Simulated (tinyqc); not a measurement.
Gap and screening length from two transmissions.

Problem. At the source junction of a tunnel FET, T(w) = exp(-S), S = 2 pi lam sqrt(m/(C Eg)) [w + Eg/2 - sqrt(w (w + Eg))], C = hbar^2/(2 m0). Find Eg (between 0.1 and 3 eV) and lam.

Values chosen for this exercise: band-edge mass of the two-band model m = 0.053 m0.

Constants: q = 1.602176634e-19 C, hbar = 1.054571817e-34 J s, m0 = 9.1093837015e-31 kg, hbar^2/(2 m0) = 0.0380998212 eV nm^2. Results are converted to the units shown.

T(w) at w = 0.07 and 0.31 eV: [2.8243118e-5, 0.0026153432]

Answer. The ratio of the two exponents depends on Eg alone and falls steadily with it, which fixes Eg; either exponent then gives lam.

ratio of the two S = 1.76
Eg = 0.893 eV
lam = 5.20 nm

Program tinyqc, `OMP_NUM_THREADS=1 python tinyqc.py 2620169 2620170 out.jsonl`; Intel Xeon 2.30GHz, shared host, one thread, about 0.01 s.
